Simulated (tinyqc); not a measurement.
Capillary instabilities by surface diffusion: grooving and agglomeration of films, edge retraction, wire break-up and smoothing of roughness: one step, computed by the program tinyqc.

Isotropic surface energy; shapes change by surface diffusion alone.

Problem. Retraction of a straight edge. A rim shaped as a circular segment with contact angle theta holds the area h x; its radius r obeys r^2 (theta - sin theta cos theta) = h x. To advance, the edge must carry a strip of the rim height H = r (1 - cos theta) over the rim, driven by the curvature 1/r over the distance r theta (the scaling argument of Brandon and Bradshaw): H dx/dt = B/(theta r^2) gives x^(5/2) = (5/2) B t c^(3/2)/(theta (1 - cos theta) h^(3/2)), c = theta - sin theta cos theta.

Inputs (values chosen for the exercise, of the order of those of a cobalt film):
```
quantity                              value     unit
contact angle on the substrate theta    120  degrees
temperature T                          1013        K
time t                                   11        s
film thickness h                        5.4       nm
```

B = 8211.538 nm^4/s

Give: retraction x; rim height H; present speed.

Solution.

retraction x = 55.566 nm

rim height H = 16.344 nm

present speed = 2.0206 nm/s

The rim is 3.0 times the film thickness. x goes as t^(2/5) h^(-3/5): thin films retract faster.
